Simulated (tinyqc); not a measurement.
# Trap density and cross-section from the conductance peak

Question. For a continuum of interface traps on an n-type substrate Gp/w peaks at 2 pi f tau = 1.9803 with the height 0.40237 q Dit, and tau = 1/(sn vth Nd exp(psi/Vt)) with psi = ps. Find Dit, tau and sn.

Values chosen for this exercise:
- T = 200 K (temperature)
- Nd = 8.4e15 cm^-3 (donor density)
- ps = -0.062 V (band bending psi)
- vth = 4.8e7 cm/s (thermal velocity)

Constants: q = 1.602176634e-19 C, kB = 1.380649e-23 J/K, Vt = kB T/q. Results are converted to the units shown.

peak Gp/w = 109.59353 nF/cm^2
frequency of the peak = 4.8738083e6 Hz

Solution. The height gives Dit, the position tau, and tau with the surface density gives sn.

Dit = 1.70e12 cm^-2 eV^-1
tau = 6.47e-8 s
sn = 1.40e-15 cm^2

tinyqc, about 0.01 s, one thread, Intel Xeon 2.30GHz (shared host): `OMP_NUM_THREADS=1 python tinyqc.py 2030031 2030032 out.jsonl`
